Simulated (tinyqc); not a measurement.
Classical Heisenberg spin chain: exact results, Metropolis, heat-bath and over-relaxation steps, and a Monte Carlo run: one step, computed by the program tinyqc.

E = -J sum_i s_i . s_(i+1) for unit vectors s_i on an open chain; K = J/(k_B T).

Question. Four single-spin steps. The given spins are first normalised. Spins 2 and 3 are updated in turn, with h = K (sum of the two neighbours). Heat bath: cos(theta) = 1 + ln(1 - r1 (1 - exp(-2 |h|)))/|h| about n = h/|h|, azimuth 2 pi r2 = phi in the frame a = n x z/|n x z|, b = n x a: s = n cos(theta) + sin(theta)(a cos(phi) + b sin(phi)); r1, r2 are the first two numbers of the row.

Inputs (values chosen for the exercise, for a model chain of large moments): temperature T = 110 K.

Update: heat bath.

four neighbouring spins (rows; components x, y, z):
```
,1,2,3
1,-0.9806,-0.1910,-0.0440
2,0.7967,-0.5467,-0.2577
3,0.9568,-0.1179,-0.2659
4,0.6347,0.3972,0.6629
```

random numbers, one row a step:
```
,1,2,3
1,0.2957,0.1911,0.2301
2,0.8345,0.3483,0.7525
3,0.4149,0.5477,0.1688
4,0.0070,0.8358,0.5019
```

K = 1.898921

Give: the table «Steps» with the columns |h|, h . s before, h . s after, move, x, y, z.

Answer.

Steps:
```
spin,|h|,h . s before,h . s after,move,x,y,z
2,0.832,0.436,0.558,heat bath,-0.2664,0.0355,-0.9632
3,1.220,0.724,-0.214,heat bath,-0.7778,-0.0342,-0.6275
2,3.600,2.102,3.064,heat bath,-0.7803,-0.6054,-0.1567
3,1.076,-0.375,1.069,heat bath,-0.2536,-0.2665,0.9299
```
